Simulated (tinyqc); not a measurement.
Solubility, supersaturation, precipitation and gettering of an impurity in a silicon-like host: one step, computed by the program tinyqc. Command: `OMP_NUM_THREADS=1 python tinyqc.py 3021744 3021745 out.jsonl ripen walk`. One thread of a shared host (Intel(R) Xeon(R) Processor @ 2.30GHz), about 0.01 s of CPU time with the checks.

The wafer was saturated at T1 and is then held at T.

Problem. Growing precipitates. Growing sinks: with y = r/r_f and y0 = r0/r_f, dy/dt = (1 - y^3)/(3 tau_f y), which integrates to t/tau_f = F(y) - F(y0), F(y) = (1/2) ln[(1 + y + y^2)/(1 - y)^2] - sqrt(3) arctan[(2y + 1)/sqrt(3)]; the share of the excess left is (1 - y^3)/(1 - y0^3), and C(t) = C_eq + (C0 - C_eq) x share.

Inputs (values chosen for the exercise, for a model impurity):
```
quantity,value,unit
temperature of saturation T1,1225,K
anneal temperature T,1020,K
initial sink radius r0,3.5,nm
anneal time t,3600,s
```

final radius r_f = 5.044787 nm

tau_f = 353.4848 s

C_eq(T) = 2.475054e+11 1/cm^3

C0 = 4.308836e+13 1/cm^3

Give: radius at t; share of the excess left; C(t) with growing sinks.

Solution.

radius at t = 5.045 nm

share of the excess left = 5.108e-05

C(t) with growing sinks = 2.497e+11 1/cm^3

100.0 % of the excess has precipitated.
